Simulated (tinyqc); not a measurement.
The 3-omega method: a line heater on a substrate with a thin film: one step, computed by the program tinyqc. Command: `OMP_NUM_THREADS=1 python tinyqc.py 3007231 3007232 out.jsonl threeomega walk`. One thread of a shared host (Intel(R) Xeon(R) Processor @ 2.30GHz), about 0.01 s of CPU time with the checks.

A current at angular frequency omega = 2 pi f heats the line at 2 omega with the amplitude P per length; the temperature swing Delta T at 2 omega gives a voltage at 3 omega. The substrate is taken as semi-infinite and isotropic, and the heat capacity of heater and film is left out.

Problem. The film adds a constant step. One-dimensional flow across the film: Delta T_f = P (t/kappa_f + R_i)/(2 b); total in-phase swing Delta T = Delta T_s + Delta T_f; third-harmonic amplitude V_3 = V_1 beta |Delta T|/2 with the out-of-phase part included; the apparent film conductivity is t/(t/kappa_f + R_i).

Inputs (values chosen for the exercise, modelled on silica on silicon):
```
quantity                                    value        unit
heater half-width b                           4.7  micrometre
power amplitude per length P                   24         W/m
film thickness t                               45          nm
film conductivity kappa_f                     1.2     W/(m K)
interface resistance R_i                       33    m^2 K/GW
temperature coefficient of resistance beta    3.4      1e-3/K
voltage amplitude V_1                         2.8           V
```

in-phase Delta T_s = 0.2647817 K

out-of-phase Delta T_s = -0.04053059 K

Give: Delta T_f; total in-phase swing; V_3; apparent film conductivity; film share of the in-phase swing.

Solution.

Delta T_f = 0.18 K

total in-phase swing = 0.4448 K

V_3 = 2.126 mV

apparent film conductivity = 0.6383 W/(m K)

film share of the in-phase swing = 0.4047

The interface lowers the apparent conductivity by 47 %. The film gives a large part of the signal. Caution: the penetration depth exceeds a fifth of the substrate thickness, so the back face is felt and the semi-infinite formula fails.
